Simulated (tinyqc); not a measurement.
# Surface potential of a MOS transistor: implicit equation and explicit approximations, step by step

Program tinyqc, `OMP_NUM_THREADS=1 python tinyqc.py 2122154 2122155 out.jsonl`; Intel Xeon 2.30GHz, shared host, one thread, about 0.01 s. Printed values are rounded.

p-type body, charge-sheet picture, depletion and inversion only, full ionisation (an idealisation for deep acceptors), Boltzmann statistics (rough once Na exp(x - xn) passes about Nc/7). In units of Vt: xg = (Vg - Vfb)/Vt, x = psi/Vt, G = gamma/sqrt(Vt), xn = (2 phiF + Vc)/Vt. The implicit equation is (xg - x)^2 = G^2 [x - 1 + exp(x - xn)] for x above about 3. Cox = eps0 eox/tox.

Values chosen for this exercise; band and dielectric values close to those of silicon: temperature T = 350 K; band gap Eg = 1.12 eV; relative permittivity eps_r = 11.9; conduction-band density of states at T Nc = 3.53e19 cm^-3; valence-band density of states at T Nv = 3.28e19 cm^-3; relative permittivity of the gate insulator (close to silicon dioxide) eox = 3.9; insulator thickness tox = 2.4 nm; acceptor density Na = 1.9e18 cm^-3; flat-band voltage Vfb = -0.39 V; channel-body voltage Vc = 0 V; gate-body voltage Vg = 1.79 V.

Constants: q = 1.602176634e-19 C, kB = 1.380649e-23 J/K, Vt = kB T/q, eps0 = 8.8541878128e-14 F/cm where lengths are in cm. Results are converted to the units shown.

Range of the model: The electron quasi-Fermi level lies less than 2 Vt below the band edge at the surface, or above it, where degeneracy and confinement, left out, matter.

## Scales

ni = sqrt(Nc Nv) exp(-Eg/(2 Vt)), Eg in volts; phiF = Vt ln(Na/ni); gamma = sqrt(2 q eps0 eps_r Na)/Cox; VT = Vfb + Vt (xn + G sqrt(xn - 1)).

phiF = 0.472977 V
gamma = 0.556663 V^0.5
G = 3.20533
xn = 31.3639
VT = 1.08867 V
xg = 72.2796

## Explicit approximation

Depletion value a = 1 + [sqrt(G^2/4 + xg - 1) - G/2]^2; inversion value b = xn + ln[(xg - xn)^2/G^2 - xn + 1] and first guess y = min(a, b) - ln(1 + exp(-|a - b|)) if a > xn + 1, else b = y = a; one second-order correction with D = exp(y - xn), p = 2 (xg - y) + G^2 (1 + D), w = (xg - y)^2 - G^2 (y - 1 + D): z = y + 2 w/(p + sqrt(p^2 - 2 (2 - G^2 D) w)), or the Newton step z = y + w/p where the root is not real.

a = 49.8717
b = 36.2510
y = 36.2510
p = 1444.46
w = -426.250
z = 35.8969

The root of the implicit equation is x = 35.9058; y misses it by 0.35 and z by -0.0089, in units of Vt.

## Starting value

x = a rounded to two decimals.

x at the start = 49.87

## Iteration 1: new x

D = exp(x - xn), f = (xg - x)^2 - G^2 (x - 1 + D), f' = -2 (xg - x) - G^2 (1 + D), x(new) = x - f/f'.

D = 1.08922e8
f = -1.11908e9
f' = -1.11908e9
x after iteration 1 = 48.8700

## Iteration 2: new x

As before.

D = 4.00703e7
f = -4.11687e8
f' = -4.11687e8
x after iteration 2 = 47.8700

## Course of the iteration

Stop when the step is below 1e-11, or after 60 iterations.

Course of the iteration:
```
iteration,x before the step,step
1,49.87,-1.00
2,48.8700,-1.00
3,47.8700,-1.00
4,46.8700,-1.00
5,45.8700,-1.00
6,44.8700,-1.00
7,43.8701,-1.00
8,42.8702,-1.00
9,41.8707,-0.998
10,40.8723,-0.995
11,39.8769,-0.986
12,38.8911,-0.958
13,37.9330,-0.881
14,37.0518,-0.695
15,36.3572,-0.368
16,35.9893,-0.0804
17,35.9089,-3.13e-3
18,35.9058,-4.52e-6
19,35.9058,-9.36e-12
```

Converged in 19 iterations. In 12 iterations the step is within 5 % of -1, the mark of an exponential that dominates f.

## Potential, charges and gate control

converged x = 35.9058

psi = Vt x; N_dep = Cox Vt G sqrt(x - 1)/q; N_inv = (Cox Vt G/q) [sqrt(x - 1 + exp(x - xn)) - sqrt(x - 1)]; dpsi/dVg = 1/[1 + G^2 (1 + exp(x - xn))/(2 (xg - x))].

psi = 1.08294 V
N_dep = 5.12925e12 cm^-2
N_inv = 4.7227e12 cm^-2
dpsi/dVg = 0.0694521

psi lies 4.5 Vt above 2 phiF + Vc.
